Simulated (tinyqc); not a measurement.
# Sheet resistance and Hall data of a diffused or implanted layer, step by step

A worked calculation. Computed by tinyqc, a small Python program that keeps every step. Command: `OMP_NUM_THREADS=1 python tinyqc.py 3027121 3027122 out.jsonl layer walk`. One thread of a shared host (Intel(R) Xeon(R) Processor @ 2.30GHz), about 0.01 s of CPU time with the checks. Intermediate numbers are printed to about 7 digits and carried at full precision; extremes and crossings named in words are read from the listed rows.

Carriers are taken equal to the net active doping down to the junction (full ionisation, which deep dopants in wide-gap hosts do not reach; no spill-over, no depletion), and the Hall factor is 1.

Inputs (values chosen for the exercise, modelled on donors in GaAs):
```
quantity                                 value        unit
mu_min                                     518  cm^2/(V s)
mu_max                                    9210  cm^2/(V s)
N_ref                                  5.5e+16      1/cm^3
exponent alpha                            0.39           -
peak concentration N_0                 1.1e+17      1/cm^3
length scale l                              14          nm
background doping N_B (opposite type)  1.7e+14      1/cm^3
probe current I                            0.1          mA
magnetic field B                           0.5           T
```

Profile: box. Activation: complete.

Constants: e = 1.602176634e-19 C.

## Dose and junction depth

N(x) = N_0 down to x_j = l, dose N_0 l.

dose = 1.54e+11 1/cm^2

junction depth x_j = 14 nm

Caution: the layer is not thick against surface and junction depletion widths, which remove carriers that this model counts.

## Sheet values

Mobility mu = mu_min + (mu_max - mu_min)/(1 + (N_t/N_ref)^alpha), N_t = active doping + N_B; carriers n = active doping - N_B, all dopants active. Integrals from x_0 (0 unless stated) to x_j by the midpoint rule on 400 even intervals: 1/R_s = e int n mu dx; sheet density n_s = int n dx; Hall sheet density (int n mu dx)^2/int n mu^2 dx; Hall mobility int n mu^2 dx/int n mu dx. Mean conductivity 1/(R_s x_j); mean mobility 1/(e n_s R_s).

sheet resistance R_s = 9486.676 ohm

sheet density n_s = 1.537620e+11 1/cm^2

mean mobility = 4278.845 cm^2/(V s)

Hall sheet density = 1.537620e+11 1/cm^2

Hall mobility = 4278.845 cm^2/(V s)

mean conductivity 1/(R_s x_j) = 75.29357 S/cm

Carriers amount to 99.8 % of the dose. A Hall measurement reports 100.0 % of n_s, exactly n_s for a uniform layer.

## What the probes read

Collinear four-point probe on a large thin layer: V = I R_s ln(2)/pi. Van der Pauw on a symmetric sample: R = R_s ln(2)/pi as well. Hall voltage V_H = I B/(e x Hall sheet density); tangent of the Hall angle V_H/(I R_s).

four-point voltage = 209.3098 mV

Hall voltage = 202.9601 mV

tangent of the Hall angle = 0.2139422

## Shortcuts against the integral

Shortcuts: R_s = 1/(e Q mu) with the dose Q and the mobility at the (active) peak concentration; 1/(e n_s mu) with mu at N_t = n_s/x_j + N_B; 1/(e Q mu_max).

Sheet resistances:
```
method                                   R_s (ohm)  deviation (%)
integral                                  9486.676        0.00000
dose, mobility at the peak                9472.014       -0.15455
n_s, mobility at the mean concentration   9483.827       -0.03002
dose, mu_max                              4400.573      -53.61312
```

The closest shortcut is «n_s, mobility at the mean concentration» (0.0 %).

Checks made by the program: conductance integral against adaptive quadrature (relative difference below 1e-10).
